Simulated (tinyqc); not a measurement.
# Capacitances against the relative permittivity between the lines

Endless row of lines of width wl, height tl and space sl between grounded planes at distance hd; e2 fills the gaps beside the lines, e1 the rest. Laplace's equation is solved on meshes of 3, 6 and 12 steps per unit u and extrapolated (Aitken), which is good to about 0.2 %. C_even (all lines at 1 V) is the capacitance Cg to the planes; C_odd (neighbours in antiphase) = Cg + 4 Cc if only nearest neighbours couple, which defines Cc; total with quiet neighbours Cg + 2 Cc. Plate values 2 eps0 e1 wl/hd and eps0 e2 tl/sl.

Parameters, values chosen for the exercise:
```
symbol,value,unit,meaning
e1,3.9,,relative permittivity above and below the lines
wl,6,u,"line width, in units u"
tl,6,u,line height
sl,6,u,space between lines
hd,8,u,distance to each plane
```

Constants: eps0 = 8.8541878128e-12 F/m. Results are converted to the units shown.

The same in every row: plate Cg (aF/um) = 51.8.

Results:

| e2 | Cg (aF/um) | Cc (aF/um) | Cg + 2 Cc (aF/um) | C_odd (aF/um) | plate Cc (aF/um) | share of coupling, 2 Cc/(Cg + 2 Cc) (%) |
|---|---|---|---|---|---|---|
| 1 | 92.6 | 22.0 | 137 | 181 | 8.85 | 32.2 |
| 1.5 | 93.8 | 26.4 | 147 | 199 | 13.3 | 36.0 |
| 2 | 94.8 | 30.8 | 156 | 218 | 17.7 | 39.4 |
| 2.5 | 95.6 | 35.2 | 166 | 236 | 22.1 | 42.4 |
| 3 | 96.3 | 39.6 | 175 | 255 | 26.6 | 45.1 |
| 5 | 98.1 | 57.2 | 212 | 327 | 44.3 | 53.8 |
| 7 | 99.2 | 74.9 | 249 | 399 | 62.0 | 60.2 |

Estimate the missing row, e2 = 3.9.

Computed row:

| e2 | Cg (aF/um) | Cc (aF/um) | Cg + 2 Cc (aF/um) | C_odd (aF/um) | plate Cc (aF/um) | share of coupling, 2 Cc/(Cg + 2 Cc) (%) |
|---|---|---|---|---|---|---|
| 3.9 | 97.2 | 47.5 | 192 | 287 | 34.5 | 49.4 |

With this row back in the table: As e2 goes from 1 to 7, Cg rises from 92.6 to 99.2 aF/um, Cc rises from 22.0 to 74.9 aF/um and the share of coupling rises from 32.2 to 60.2 %. Cg is 1.79 times its plate value in the first row and 1.91 times in the last; for Cc the ratios are 2.48 and 1.21. Neighbours in antiphase raise the load by a factor of 1.32 and 1.60 over quiet ones.

Program tinyqc, `OMP_NUM_THREADS=1 python tinyqc.py 2790207 2790208 out.jsonl`; Intel Xeon 2.30GHz, shared host, one thread, about 0.9 s.
